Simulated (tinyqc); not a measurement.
Changing the aspect ratio of the trench: chemical vapour deposition: Grove model, boundary layer, depletion and step coverage. Computed by tinyqc, a small Python program. Command: `OMP_NUM_THREADS=1 python tinyqc.py 3009284 3009285 out.jsonl cvd sweep`. One thread of a shared host (Intel(R) Xeon(R) Processor @ 2.30GHz), about 0.02 s of CPU time with the checks.

A precursor diffuses to the surface and reacts there at first order; each molecule that reacts adds one formula unit of film.

Inputs (values chosen for the exercise, close to those used for polysilicon from silane):
```
quantity                                       value    unit
prefactor k0 of k_s                          8.1e+08    cm/s
activation energy E                             1.56      eV
temperature T                                    610       C
total pressure p                                0.16    torr
mole fraction of the precursor Y                0.36       -
gas diffusivity D0 at 273.15 K and 760 torr     0.27  cm^2/s
precursor mass M                                  32       u
trench width w                                  0.17      um
```

Reactor: wafer stack, low pressure.

Constants: k_B = 1.380649e-23 J/K; u = 1.6605390666e-27 kg; k_B = 8.617333262e-05 eV/K.

Method:
- k_s = k0 exp(-E/(k_B T)); C_g = Y p/(k_B T), 1 torr = 133.322 Pa; D = D0 (T/273.15)^1.75 (760/p).
- Temperatures in kelvin are T(C) + 273.15.
- Mean speed c = sqrt(8 k_B T/(pi M)); reactive sticking probability beta = 4 k_s/c.
- In a long trench of width w and depth l = aspect ratio x w: Knudsen diffusivity D_K = (2w) c/3 (hydraulic diameter 2w), combined as 1/D_e = 1/D_K + 1/D; D_e d2C/dz2 = 2 k_s C/w with D_e dC/dz = -k_s C at the floor. With m = sqrt(2 k_s/(w D_e)): C(floor)/C(top) = 1/[cosh(m l) + (k_s/(D_e m)) sinh(m l)].

One run for each value:
```
aspect ratio of the trench  step coverage  modulus m l
2.0                               0.99988       0.0126
3.7                               0.99965       0.0233
7.0                               0.99889       0.0442
13.0                              0.99639       0.0820
24.0                              0.98817       0.1514
46.0                              0.95845       0.2902
86.0                              0.86755       0.5426
160.0                             0.64179       1.0096
300.0                             0.29369       1.8929
```

Over the rows, step coverage falls from 1.000 to 0.294 (exponent d ln y / d ln x -3.7e-4 between the first rows and -1.2 between the last); modulus m l rises from 0.0126 to 1.89 (exponent d ln y / d ln x about 1.0 throughout). The exponent of modulus m l stays at 1: the modulus is proportional to depth. Coverage stays near 1 while m l is below about 0.3 and falls as 1/cosh(m l) beyond.

Caution (all rows): the hydraulic-diameter form of D_K is rough for a slit.
